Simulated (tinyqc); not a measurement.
Inside a calculation. Model: ion-assisted plasma etching: sheath, surface coverage, synergy and aspect-ratio dependence. Computed by tinyqc, a small Python program that keeps every step. Command: `OMP_NUM_THREADS=1 python tinyqc.py 3005290 3005291 out.jsonl etch walk`. One thread of a shared host (Intel(R) Xeon(R) Processor @ 2.30GHz), about 0.04 s of CPU time with the checks. Intermediate numbers are printed to about 6 digits and carried at full precision; extremes and crossings named in words are read from the listed rows.

Radicals adsorb on bare sites; ions remove covered sites with a high yield and bare sites by sputtering; a slow spontaneous reaction acts everywhere, walls included.

Inputs (values chosen for the exercise, close to those used for silicon in a halogen plasma):

| quantity | value | unit |
|---|---|---|
| plasma density n_e | 3.3e+10 | 1/cm^3 |
| electron temperature T_e | 3.3 | eV |
| ion mass M_i | 35.5 | u |
| sheath voltage V | 740 | V |
| radical density n | 6.2e+13 | 1/cm^3 |
| radical mass M_n | 35.5 | u |
| gas temperature T_g | 350 | K |
| sticking coefficient s | 0.2 | - |
| radicals per removed unit x | 3 | - |
| yield slope b | 0.26 | eV^(-1/2) |
| threshold E_th | 9.1 | eV |
| sputter slope b_p | 0.011 | eV^(-1/2) |
| sputter threshold E_p | 28 | eV |
| spontaneous reaction probability k_c | 0.00037 | - |
| solid density N | 5e+22 | 1/cm^3 |
| ion temperature T_i | 0.6 | eV |
| aspect ratio A | 1.1 | - |

Feature: round hole.

Constants: e = 1.602176634e-19 C; u = 1.6605390666e-27 kg; k_B = 1.380649e-23 J/K; eps_0 = 8.8541878128e-12 F/m.

## Fluxes

Bohm speed u_B = sqrt(e T_e/M_i); ion flux G_i = 0.61 n_e u_B; radical flux G_n = n c/4 with c = sqrt(8 k_B T_g/(pi M_n)).

Bohm speed = 299484 cm/s

ion flux G_i = 6.02861e+15 1/(cm^2 s)

radical speed c = 45688.5 cm/s

radical flux G_n = 7.08172e+17 1/(cm^2 s)

flux ratio G_n/G_i = 117.469

## Sheath and ion angles

Debye length lambda_D = sqrt(eps_0 T_e/(e n_s)) with n_s = 0.61 n_e, T_e in volts; Child-law sheath d = (sqrt2/3) lambda_D (2 V/T_e)^(3/4); ion energy E = V + T_e/2; angular spread = arctan(sqrt(T_i/E)).

Debye length = 95.1819 um

sheath thickness = 4372.79 um

ion energy E = 741.65 eV

angular spread = 1.62923 degrees

Caution: a sheath of several millimetres is collisional at usual pressures, which lowers the ion energy and widens the angles.

## Yields

Yields: Y = b (sqrt(E) - sqrt(E_th)) on covered sites, Y_p = b_p (sqrt(E) - sqrt(E_p)) on bare ones (zero below threshold).

yield Y = 6.29632

sputter yield Y_p = 0.241359

## Open-field etch rate

Steady coverage: s G_n (1 - theta) = x Y G_i theta; removal flux = Y G_i theta + Y_p G_i (1 - theta) + k_c G_n; rate = flux/N, 1 cm/s = 6e8 nm/min. Lateral rate = k_c G_n/N; anisotropy = 1 - lateral/vertical; synergy = vertical/(ions alone + radicals alone), with ions alone Y_p G_i/N and radicals alone the lateral rate.

coverage theta = 0.554323

vertical rate = 263.419 nm/min

lateral rate = 3.14428 nm/min

anisotropy = 0.988064

synergy = 12.7842

Ions and radicals both limit the rate.

## Rate at the floor of the feature

Transmission of a round hole: K = 1/(1 + 3A/4), walls that scatter diffusely without loss. With a loss probability S = s (1 - theta) at the floor, G_b/G_n = K/(K + S - K S); theta follows G_b, and the two are solved together. Ions are taken to reach the floor unshadowed; G_b replaces G_n in every term of the rate; A is depth over diameter.

transmission K = 0.547945

G_b/G_n = 0.928890

coverage at the floor = 0.536035

rate at the floor = 255.184 nm/min

floor rate over open-field rate = 0.968739

The lag is 3.1 %.

## Etch lag against aspect ratio

The formulas are those given above.

Floor of the feature:

| A | K | G_b/G_n | theta | rate (nm/min) | relative rate |
|---|---|---|---|---|---|
| 0.5 | 0.727273 | 0.967074 | 0.546038 | 259.686 | 0.985829 |
| 1.0 | 0.571429 | 0.935153 | 0.537705 | 255.936 | 0.971592 |
| 2.0 | 0.400000 | 0.874345 | 0.520956 | 248.408 | 0.943014 |
| 5.0 | 0.210526 | 0.715963 | 0.471039 | 226.044 | 0.858117 |
| 10.0 | 0.117647 | 0.524089 | 0.394619 | 191.966 | 0.728748 |
| 20.0 | 0.062500 | 0.317364 | 0.283016 | 142.430 | 0.540698 |
| 50.0 | 0.025974 | 0.134703 | 0.143498 | 80.742 | 0.306515 |
| 100.0 | 0.013158 | 0.067385 | 0.077331 | 51.546 | 0.195682 |

K falls by a factor 55.3 over the rows and the rate by 5.04. Among these rows the rate stays within 10 % of the open-field value up to A = 2, with an open-field coverage of 0.55. Caution: rows with A above about 1/(2 tan(ion spread)) or 1/sqrt(k_c), often 10 to 30, are formal: ion shadowing, radical loss on the walls, redeposition of sputtered material and, in fluorocarbon plasmas, polymer growth are left out and add to the lag.

## Yield per ion against the flux ratio

The ion flux is fixed and the radical flux set by the ratio; the removal per ion is the removal flux over G_i.

Open field:

| G_n/G_i | theta | rate (nm/min) | removal per ion |
|---|---|---|---|
| 0.3 | 3.16640e-03 | 18.856 | 0.26064 |
| 1 | 1.04773e-02 | 22.077 | 0.30517 |
| 3 | 3.07866e-02 | 31.027 | 0.42888 |
| 10 | 9.57443e-02 | 59.668 | 0.82479 |
| 30 | 2.41071e-01 | 123.861 | 1.71213 |
| 100 | 5.14285e-01 | 245.413 | 3.39233 |
| 300 | 7.60563e-01 | 358.645 | 4.95754 |
| 1000 | 9.13705e-01 | 444.464 | 6.14381 |
| 3000 | 9.69479e-01 | 522.429 | 7.22152 |

Coverage reaches one half at G_n/G_i = x Y/s = 94.4. Below that the ion-assisted part follows the radical flux, on top of the sputter floor Y_p = 0.241; above it the ion-assisted part saturates at Y = 6.30 per ion, and the further rise to 7.22 comes from the spontaneous reaction, which costs anisotropy.

Checks made by the program: series form 1/R = 1/(Y G_i) + x/(s G_n) of the ion-assisted part (relative difference below 1e-10).
